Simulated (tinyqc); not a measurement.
n-type polysilicon, carrier trapping at grain boundaries: two steps of the calculation.

One-dimensional grains of size Lg, uniform ionised doping N, monovalent traps Qt at each boundary at a depth Et below (for electrons) or above (for holes) the band edge there, abrupt depletion of width W on each side of a boundary, Boltzmann statistics. xi is the distance from the band edge at the grain centre to the Fermi level. Trapped charge Qt/(1 + exp((xi + VB - Et)/Vt)) = 2 N W, barrier VB = q N W^2/(2 eps0 eps_r).

Values chosen for this exercise; values of the order met in polycrystalline silicon: temperature T = 300 K; relative permittivity eps_r = 11.7; conduction-band density of states at T NB = 2.8e19 cm^-3; grain size Lg = 180 nm; trap density of a grain boundary Qt = 9.4e11 cm^-2; depth of the trap level from the majority band edge at the boundary Et = 0.32 eV; mass for thermionic emission ms = 0.3 m0; correction factor of the emission rate fe = 0.5; mobility inside the grains mug = 150 cm^2/(V s); doping N = 7.3e16 cm^-3.

Constants: q = 1.602176634e-19 C, kB = 1.380649e-23 J/K, m0 = 9.1093837015e-31 kg, Vt = kB T/q, eps0 = 8.8541878128e-14 F/cm where lengths are in cm. Results are converted to the units shown.

Problem 1. Depletion width, Fermi level and barrier. If the trap equation with xi = Vt ln(NB/N) has a root W < Lg/2, the grain is partly depleted; otherwise W = Lg/2 and the trap equation gives xi = Et - VB + Vt ln(Qt/(N Lg) - 1). N* = Qt/Lg.

Wanted: N*; W; xi; VB; share of traps filled.

Solution 1.

N* = 5.222e16 cm^-3
W = 49.09 nm
xi = 0.1538 V
VB = 0.1360 V
share of traps filled = 0.7625

N is 1.40 N*, and the grain is partly depleted; VB = 5.26 Vt.

Problem 2. Resistivity and effective mobility. n0 = NB exp(-xi/Vt); mean density n0 (1 - 2 W/Lg) by charge balance in a partly depleted grain, and n0 (sqrt(pi)/2) erf(u)/u with u = sqrt(VB/Vt) in a fully depleted one; v = sqrt(kB T/(2 pi ms m0)); barrier resistivity Vt exp(VB/Vt)/(q fe n0 v Lg); grain resistivity (1 - 2 W/Lg)/(q n0 mug); effective mobility 1/(q mean density total resistivity).

W = 49.091036 nm
xi = 0.15380648 V
VB = 0.13604201 V

Find: n0; mean density; v; barrier resistivity; grain resistivity; resistivity; effective mobility.

Solution 2.

n0 = 7.3000e16 cm^-3
mean density = 3.3182e16 cm^-3
v = 4.9114e6 cm/s
barrier resistivity = 9.6475 ohm cm
grain resistivity = 0.25909 ohm cm
resistivity = 9.9066 ohm cm
effective mobility = 18.987 cm^2/(V s)

The resistivity is 17.4 times that of a single crystal with the same N and mobility mug, and the mean density is 45.5 % of N.

Computed by the program tinyqc: `OMP_NUM_THREADS=1 python tinyqc.py 2830128 2830129 out.jsonl`, one thread of a shared Intel Xeon 2.30GHz, about 0.01 s for the whole run.
